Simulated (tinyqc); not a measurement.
## Abrupt p-n junction, non-linear Poisson equation by Newton steps: effect of temperature

One dimension, p side on the left, n side on the right; net doping C = -Na for x < 0 and +Nd for x > 0. The potential psi is counted from the intrinsic level, and the quasi-Fermi potentials are flat: 0 for holes and -V for electrons, so n = ni exp((psi + V)/Vt) and p = ni exp(-psi/Vt) (Boltzmann statistics, full ionisation, no current). Under reverse bias this makes the minority densities vanishingly small everywhere; they play no part in the charge.

Nc and Nv are given at 350 K and scale as (T/350 K)^1.5; Eg and eps_r are held fixed and ionisation stays complete. ni = sqrt(Nc Nv) exp(-Eg/(2 Vt)), Eg in volts. Depletion approximation: Vbi = Vt ln(Na Nd/ni^2), W = sqrt(2 eps0 eps_r (Vbi - V)(1/Na + 1/Nd)/q), xp = W Nd/(Na + Nd), xn = W Na/(Na + Nd), peak field 2 (Vbi - V)/W, capacitance eps0 eps_r/W. Exact first integral for an abrupt junction with thick neutral sides: psi_p = -Vt ln(Na/ni), psi_n = Vt ln(Nd/ni) - V, psi_j = (Nd psi_n + Na psi_p - Vt (Nd - Na))/(Na + Nd) at the junction, n_j = ni exp((psi_j + V)/Vt), p_j = ni exp(-psi_j/Vt), and E_j^2 = (2 q/(eps0 eps_r)) [Nd (psi_n - psi_j - Vt) + Vt (n_j + p_j)] (minority densities of the neutral sides neglected).

Values chosen for this exercise; band and dielectric values those of a made-up semiconductor: band gap Eg = 3.22 eV; relative permittivity eps_r = 9.14; conduction-band density of states at the reference temperature Nc = 1.83e19 cm^-3; valence-band density of states at the reference temperature Nv = 3.57e19 cm^-3; acceptor density of the p side Na = 4.4e16 cm^-3; donor density of the n side Nd = 9.4e17 cm^-3; bias of the p side against the n side V = -0.6 V.

Constants: q = 1.602176634e-19 C, kB = 1.380649e-23 J/K, Vt = kB T/q, eps0 = 8.8541878128e-14 F/cm where lengths are in cm. Results are converted to the units shown.

The same in every row: share of W on the n side (%) = 4.4715.

Result of one run:
```
T (K),ni (cm^-3),Vbi (V),W (nm),"peak field, depletion (kV/cm)","peak field, exact (kV/cm)"
480,511.76,2.7809,285.06,237.21,234.63
```

What becomes of these results when the temperature T is changed from 480 to 320 K, all else the same?

Result of the changed run:
```
T (K),ni (cm^-3),Vbi (V),W (nm),"peak field, depletion (kV/cm)","peak field, exact (kV/cm)"
320,9.8355e-7,2.9608,292.54,243.44,241.57
```

The whole series:
```
T (K),ni (cm^-3),Vbi (V),W (nm),"peak field, depletion (kV/cm)","peak field, exact (kV/cm)"
200,2.9702e-22,3.0823,297.49,247.56,246.40
240,2.2556e-15,3.0435,295.92,246.25,244.85
280,1.9207e-10,3.0029,294.27,244.87,243.24
320,9.8355e-7,2.9608,292.54,243.44,241.57
360,7.7073e-4,2.9175,290.76,241.95,239.87
400,0.16197,2.8730,288.91,240.42,238.14
440,13.051,2.8274,287.01,238.84,236.39
480,511.76,2.7809,285.06,237.21,234.63
```

ni rises from 2.97e-22 to 512 cm^-3, while Vbi falls from 3.08 to 2.78 V, on average -1.08 mV/K; W falls from 297 to 285 nm. The depletion field is 0.47 % above the exact one in the first row and 1.1 % above it in the last.

Numbers from tinyqc (`OMP_NUM_THREADS=1 python tinyqc.py 2000029 2000030 out.jsonl`; about 0.02 s on one thread of a shared Intel Xeon 2.30GHz).
